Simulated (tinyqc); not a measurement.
Anisotropic elasticity and sound waves of a cubic crystal. Inputs raised by 5 %, one at a time. Computed by tinyqc, a small Python program. Command: `OMP_NUM_THREADS=1 python tinyqc.py 3000887 3000888 out.jsonl cubicelastic sens`. One thread of a shared host (Intel(R) Xeon(R) Processor @ 2.30GHz), about 0.01 s of CPU time with the checks.

Voigt order 1..6 = xx, yy, zz, yz, xz, xy, with engineering shear strains. The rotated frame has x' as named, z' along the wafer normal and y' = z' x x'.

Inputs (values chosen for the exercise, for a model crystal):
```
quantity                                value   unit
C11                                       381    GPa
C12                                       125    GPa
C44                                       215    GPa
expansion coefficient of the film         5.1  ppm/K
expansion coefficient of the substrate    2.6  ppm/K
cooling Delta T                           200      K
```

Frame: (001) wafer, x' along [210].

direction cosines a (rows x', y', z' in the cube axes):
```
            x         y         z
x'   0.894427  0.447214  0.000000
y'  -0.447214  0.894427  0.000000
z'   0.000000  0.000000  1.000000
```

Method:
- S11 = (C11 + C12)/D, S12 = -C12/D, D = (C11 - C12)(C11 + 2 C12), S44 = 1/C44. Zener ratio A = 2 C44/(C11 - C12); S0 = S11 - S12 - S44/2; H = 2 C44 + C12 - C11.
- C'_ijkl = C12 delta_ij delta_kl + C44 (delta_ik delta_jl + delta_il delta_jk) - H sum_m a_im a_jm a_km a_lm.
- Invert C' to S'. E along x' = 1/S'11, along y' = 1/S'22; Poisson ratios nu(x'y') = -S'12/S'11 and nu(x'z') = -S'13/S'11; in-plane shear modulus 1/S'66.
- On cooling, a thick substrate imposes eps_1 = eps_2 = (alpha_film - alpha_substrate) Delta T and eps_6 = 0; the free surface sets sigma_3 = sigma_4 = sigma_5 = 0, which fixes eps_3, eps_4, eps_5. Biaxial modulus M = (sigma_1 + sigma_2)/(2 eps); energy density M eps^2. Elastic response and constant coefficients are assumed.

Runs:
```
input moved                                     from      to  E along x' (GPa)  biaxial modulus M (GPa)  stress along x' (MPa)  energy density (MJ/m^3)
base run                                           -       -            380.72                   423.98                 211.99                  0.10599
C11 (GPa)                                        381  400.05            397.24                   446.93                 223.47                  0.11173
C12 (GPa)                                        125  131.25            377.32                   421.82                 210.91                  0.10546
C44 (GPa)                                        215  225.75            385.92                   423.98                 211.99                  0.10599
expansion coefficient of the film (ppm/K)        5.1   5.355            380.72                   423.98                 233.61                  0.12872
expansion coefficient of the substrate (ppm/K)   2.6    2.73            380.72                   423.98                 200.97                  0.09526
cooling Delta T (K)                              200     210            380.72                   423.98                 222.59                  0.11686
```

Exponents ln(y'/y) / ln(x'/x):
```
input                                   E along x'  biaxial modulus M  stress along x'  energy density
C11                                          0.871              1.081            1.081           1.081
C12                                         -0.184             -0.105           -0.105          -0.105
C44                                          0.278              0.000            0.000           0.000
expansion coefficient of the film            0.000              0.000            1.991           3.981
expansion coefficient of the substrate       0.000              0.000           -1.094          -2.189
cooling Delta T                              0.000              0.000            1.000           2.000
```

To which inputs is each result most sensitive?

Among the inputs moved here: E along x' answers most in size to C11 (exponent +0.871), next to C44 (+0.278); its exponent is below 0.0005 for expansion coefficient of the film, expansion coefficient of the substrate, cooling Delta T. biaxial modulus M answers most in size to C11 (exponent +1.081), next to C12 (-0.105); its exponent is below 0.0005 for C44, expansion coefficient of the film, expansion coefficient of the substrate, cooling Delta T. Its exponent 0.000 in C44: a (001) film is not sheared in the cube frame. Stress along x' answers most in size to expansion coefficient of the film (exponent +1.991), next to expansion coefficient of the substrate (-1.094); its exponent is below 0.0005 for C44. Its exponent +1.000 in cooling Delta T: stress is linear in the mismatch. Energy density answers most in size to expansion coefficient of the film (exponent +3.981), next to expansion coefficient of the substrate (-2.189); its exponent is below 0.0005 for C44. Its exponent +2.000 in cooling Delta T: energy goes as strain squared.

Caution (all rows): the thermal stress of this film exceeds 200 MPa, which can relax by slip, cracking or buckling in a real film.
